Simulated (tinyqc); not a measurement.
Gate voltage from the surface potential.

Inverse problem. At the source end, Vgs + Vsb - Vfb - psi = gamma sqrt(G), G = psi - Vt + Vt exp((psi - 2 phiF - Vsb)/Vt), and the voltage over the insulator is gamma sqrt(G). Find that voltage and Vgs.

Parameters, values chosen for the exercise:
```
symbol,value,unit,meaning
T,400,K,temperature
Vfb,-0.54,V,flat-band voltage
Vsb,0,V,source-body reverse bias
```

Constants: q = 1.602176634e-19 C, kB = 1.380649e-23 J/K, Vt = kB T/q. Results are converted to the units shown.

psi = 0.97435084 V
phiF = 0.45345866 V
gamma = 2.7534110 V^0.5

Answer. In this direction the relation is explicit: no iteration is needed.

voltage over the insulator = 2.996 V
Vgs = 3.430 V

Computed by the program tinyqc: `OMP_NUM_THREADS=1 python tinyqc.py 2360085 2360086 out.jsonl`, one thread of a shared Intel Xeon 2.30GHz, about 0.03 s for the whole run.
